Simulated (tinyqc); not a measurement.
What the corrections do to the levels: formation energy of a charged point defect from supercell energies. Computed by tinyqc, a small Python program. Command: `OMP_NUM_THREADS=1 python tinyqc.py 3006048 3006049 out.jsonl formation walk`. One thread of a shared host (Intel(R) Xeon(R) Processor @ 2.30GHz), about 0.01 s of CPU time with the checks.

The host is a compound AB. Making the defect adds n_A = 1, n_B = -1 atoms to the cell. All total energies are inputs. E_F is counted from the valence-band maximum (VBM); x = 0 is A-rich and x = 1 B-rich growth.

Inputs (values chosen for the exercise, with gap and screening modelled on ZnSe):
```
quantity,value,unit
E_VBM of the host cell,3.565,eV
potential alignment dV,0.073,eV
dielectric constant eps,8.98,-
cell length L,16.3,angstrom
mu_A of the pure element,-2.43,eV
mu_B of the pure element,-3.275,eV
formation enthalpy dH of AB,-2.03,eV
growth condition x,0.69,-
```

Defect: A on a B site. Supercell lattice: bcc.

charge states q: [0, -1, -2]

E(defect, q) - E(host), in the order of q (eV): [2.792, 7.236, 12.612]

Constants: e^2/(4 pi eps_0) = 14.39964548 eV angstrom.

Method:
- dmu_A = x dH and dmu_B = (1 - x) dH, so that dmu_A + dmu_B = dH; mu = mu(element) + dmu.
- The reservoir term is sum n_i mu_i.
- Image-charge correction of a point charge in a neutralising background: E_corr = q^2 alpha e^2/(4 pi eps_0) / (2 eps L), alpha = 2.888462 for a bcc array with L the cube root of the volume.
- E_f(q, E_F) = [E(defect, q) - E(host)] - sum n_i mu_i + q (E_VBM + dV + E_F) + E_corr(q).
- Levels eps(q/q-1) with the terms q dV and E_corr left out or kept.

E_f(q, 0) (eV): (q=0) 2.71840, (q=-1) 3.66648, (q=-2) 5.83071

E_corr (eV): (q=0) 0.000000, (q=-1) 0.142077, (q=-2) 0.568309

Levels above the VBM (eV):
```
level,raw,with alignment,with image charge,with both
(0/-1),0.8790,0.8060,1.0211,0.9481
(-1/-2),1.8110,1.7380,2.2372,2.1642
```

What does the comparison show, and why?

Alignment moves every level by -dV = -0.073 eV. The image term moves eps(q/q-1) by (1 - 2q) E_corr(1): (0/-1) by +0.142, (-1/-2) by +0.426 eV, donor levels down and acceptor levels up. It adds 2 E_corr(1) = 0.284 eV to every U.

Extremes, crossings and ranges named in words are read from the listed rows.
